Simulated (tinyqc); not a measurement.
## Permittivity and interface capacitance from two thicknesses

Problem. 1/C = t/(eps0 ek) + 2/ci for planar capacitors that differ only in thickness. Find ek, ci and the EOT of the interfaces, 2 x 3.9 eps0/ci.

Constants: eps0 = 8.8541878128e-14 F/cm where lengths are in cm. Results are converted to the units shown.

C at t = 7.8 and 23 nm (uF/cm^2): 3.7499584  1.3568542

Answer. 1/C is a straight line in t: the slope gives ek and the intercept 2/ci. A single thickness would give only the effective permittivity; when the interfaces are a small part of 1/C, ci needs very accurate data.

ek = 36.5
ci = 79.0 uF/cm^2
EOT of the interfaces = 0.0874 nm

Numbers from tinyqc (`OMP_NUM_THREADS=1 python tinyqc.py 2102081 2102082 out.jsonl`; about 0.01 s on one thread of a shared Intel Xeon 2.30GHz).
